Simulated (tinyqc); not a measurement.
Bandgap voltage reference from two bipolar transistors: one step of the calculation.

Two transistors of area 1 and N carry the same current I. Is(T) = Is (T/T0)^eta exp[(Vg0 q/kB)(1/T0 - 1/T)], VBE1 = Vt ln(I/Is(T)) + I rb, VBE2 = Vt ln(I/(N Is(T))) + I rb/N. The amplifier forces I R1(T) = VBE1 - VBE2 + Vos, with R(T) = R (1 + tc (T - T0)) for both resistors, and the output is Vref = VBE1 + I R2(T). Base currents and the Early effect are neglected.

Problem. Resistor for zero slope at T0, ideal case. With tc = 0, Vos = 0 and rb = 0 the current is proportional to T, dVBE/dT = (VBE - Vg0 - (eta - 1) Vt)/T, and Vref has zero slope at T0 when Vref = Vg0 + (eta - 1) Vt0. Find VBE1, its slope, that Vref, R2/R1 and the curvature d2Vref/dT2 = -(eta - 1) kB/(q T0).

Parameters, values chosen for the exercise; values of the order met in silicon bipolar transistors:
```
symbol    value  unit                                                   meaning
T0          298     K                                     reference temperature
Vg0       1.148     V                      band-gap voltage extrapolated to 0 K
eta         3.1                  temperature exponent of the saturation current
Is      1.2e-17     A           saturation current of the unit transistor at T0
N            24                             area ratio of the second transistor
R1           12  kohm  resistor across which the difference of VBE falls, at T0
```

Constants: q = 1.602176634e-19 C, kB = 1.380649e-23 J/K. Results are converted to the units shown.

Wanted: VBE1; dVBE/dT; Vref; R2/R1; curvature.

Solution.

VBE1 = 0.69497 V
dVBE/dT = -1.7012 mV/K
Vref = 1.2019 V
R2/R1 = 6.2118
curvature = -0.60726 uV/K^2

Program tinyqc, `OMP_NUM_THREADS=1 python tinyqc.py 2062196 2062197 out.jsonl`; Intel Xeon 2.30GHz, shared host, one thread, about 0.02 s.
